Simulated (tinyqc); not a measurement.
Layer against dose: implant damage, amorphisation by cascade overlap, and solid-phase epitaxial regrowth. Computed by tinyqc, a small Python program. Command: `OMP_NUM_THREADS=1 python tinyqc.py 3112943 3112944 out.jsonl sper walk`. One thread of a shared host (Intel(R) Xeon(R) Processor @ 2.30GHz), about 0.01 s of CPU time with the checks.

Range and width of the damage are inputs. Dynamic annealing enters only through the surviving share f.

Inputs (values chosen for the exercise, modelled on fluorine ions in silicon):
```
quantity                           value    unit
atomic density N                    49.9  1/nm^3
ion Z1                                 9       -
ion mass M1                           19       u
target Z2                             14       -
target mass M2                     28.09       u
ion energy E                          18     keV
displacement energy E_d               14      eV
depth of the damage peak R_d          24      nm
width of the damage profile s_d       15      nm
share of defects that survive f     0.39       -
critical displaced share x_c        0.13       -
dose Q                           2.9e+15  1/cm^2
```

Constants: a_0 = 0.529177210903 angstrom; e^2/(4 pi eps_0) = 14.39964548 eV angstrom.

Method. Robinson partition: eps = E a M2/(Z1 Z2 (e^2/(4 pi eps_0)) (M1 + M2)), a = 0.8853 a_0/sqrt(Z1^(2/3) + Z2^(2/3)); k = 0.0793 Z1^(2/3) Z2^(1/2) (M1 + M2)^(3/2)/((Z1^(2/3) + Z2^(2/3))^(3/4) M1^(3/2) M2^(1/2)); damage energy T_d = E/(1 + k (eps + 0.40244 eps^(3/4) + 3.4008 eps^(1/6))); displacements nu = 0.8 T_d/(2 E_d). Displaced share x(z) = f nu Q exp(-(z - R_d)^2/(2 s_d^2))/(sqrt(2 pi) s_d N); the layer is amorphous where x > x_c, between R_d -/+ s_d sqrt(2 ln(x_max/x_c)), the upper edge being cut at the surface. Threshold dose Q_c = Q x_c/x_max.

threshold dose Q_c = 2.13806e+14 1/cm^2

displacements per ion nu = 292.509

Dose series; the last column is f nu Q erfc((z2 - R_d)/(sqrt2 s_d))/2:
```
Q (1/cm^2)   x_max  upper edge (nm)  lower edge (nm)  displaced atoms beyond z2 (1/cm^2)
2.35e+14    0.1429           17.478           30.522                          8.8967e+15
3.21e+14    0.1952           10.477           37.523                          6.7253e+15
5.35e+14    0.3253            3.684           44.316                          5.3589e+15
8.55e+14    0.5199            0.000           48.974                          4.6780e+15
1.50e+15    0.9120            0.000           53.609                          4.1404e+15
2.57e+15    1.5626            0.000           57.451                          3.7737e+15
5.35e+15    3.2529            0.000           62.064                          3.4058e+15
1.07e+16    6.5059            0.000           65.962                          3.1434e+15
```

A dose 46 times larger moves the lower edge from 30.5 to 66.0 nm, as the root of a logarithm, and the damage beyond it falls by a factor 2.8, since the edge lies on an ever steeper tail. The layer reaches the surface at Q_c exp(R_d^2/(2 s_d^2)) = 7.69e14 per cm^2.
